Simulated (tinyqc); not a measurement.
One level coupled to a phonon between two leads, self-consistent Born approximation: two steps of the calculation.

Wide-band leads with mu_L = +V/2 and mu_R = -V/2; phonons in equilibrium, Nq = 1/(exp(w0/kB T) - 1). Scattering links only energies that differ by w0, so a ladder E_k = E1 + k w0 closes on itself; terms that reach past its ends are dropped. Gn and Gp are the electron and hole parts of the spectral function A = Gn + Gp.

Values chosen for this exercise:
- T = 77 K (temperature of leads and phonons)
- w0 = 180 meV (phonon energy)
- GL = 82 meV (coupling to the left lead)
- GR = 130 meV (coupling to the right lead)
- M = 63 meV (electron-phonon matrix element)

Constants: q = 1.602176634e-19 C, kB = 1.380649e-23 J/K, Vt = kB T/q. Results are converted to the units shown.

Problem 1. Scattering functions. Sin(E) = M^2 [(Nq + 1) Gn(E + w0) + Nq Gn(E - w0)], Sout(E) = M^2 [(Nq + 1) Gp(E - w0) + Nq Gp(E + w0)]. Nq = 1/(exp(w0/kB T) - 1).

| rung | Gn (1/meV) | Gp (1/meV) |
|---|---|---|
| 0 | 0.0081926035 | 0 |
| 1 | 0.014405054 | 5.5298582e-8 |
| 2 | 0.0011995850 | 0.0019017799 |
| 3 | 2.2066704e-5 | 0.0011128552 |
| 4 | 1.9407142e-17 | 5.7291568e-4 |
| 5 | 1.9224918e-29 | 3.4299934e-4 |
| 6 | 2.1120124e-41 | 2.2773244e-4 |

Find: Sin; Sout.

Solution 1.

| rung | Sin (meV) | Sout (meV) |
|---|---|---|
| 0 | 57.174 | 3.6316e-16 |
| 1 | 4.7612 | 1.2489e-11 |
| 2 | 0.087583 | 2.1948e-4 |
| 3 | 7.9550e-12 | 7.5482 |
| 4 | 1.4492e-13 | 4.4169 |
| 5 | 1.2745e-25 | 2.2739 |
| 6 | 1.2625e-37 | 1.3614 |

Problem 2. Currents on the rungs. Spectral currents into the level: iL = GL [fL Gp - (1 - fL) Gn], iR = GR [fR Gp - (1 - fR) Gn].

| rung | converged Gn (1/meV) | converged Gp (1/meV) | fL | fR |
|---|---|---|---|---|
| 0 | 0.0082200499 | 1.0745099e-20 | 1 | 1 |
| 1 | 0.014234778 | 5.3443554e-8 | 1 | 0.99999374 |
| 2 | 0.0012006979 | 0.0019015251 | 1.0000000 | 2.6430634e-7 |
| 3 | 2.1970934e-5 | 0.0011482530 | 0.050268220 | 4.3732876e-19 |
| 4 | 1.9770982e-17 | 5.8446057e-4 | 8.7577569e-14 | 7.2361637e-31 |
| 5 | 1.9427219e-29 | 3.4661382e-4 | 1.4490829e-25 | 1.1973158e-42 |
| 6 | 2.1253835e-41 | 2.2917423e-4 | 2.3976930e-37 | 1.9811122e-54 |

Find: iL; iR; iL + iR; sum of iL.

Solution 2.

| rung | iL | iR | iL + iR (1e-4) |
|---|---|---|---|
| 0 | 0.0000 | 0.0000 | 0.000 |
| 1 | 0.0000 | 0.0000 | -0.003 |
| 2 | 0.1559 | -0.1561 | -1.656 |
| 3 | 0.0030 | -0.0029 | 1.658 |
| 4 | 0.0000 | 0.0000 | 0.000 |
| 5 | 0.0000 | 0.0000 | 0.000 |
| 6 | 0.0000 | 0.0000 | 0.000 |

sum of iL = 0.1590

On a single rung iL + iR need not vanish (largest 1.7e-4), since phonons move electrons between rungs; summed over the ladder it does.

Range of the model: The self-consistent Born approximation keeps only non-crossing phonon lines and no Hartree shift; it is rough once the coupling nears the phonon energy.

tinyqc, about 0.07 s, one thread, Intel Xeon 2.30GHz (shared host): `OMP_NUM_THREADS=1 python tinyqc.py 2720016 2720017 out.jsonl`
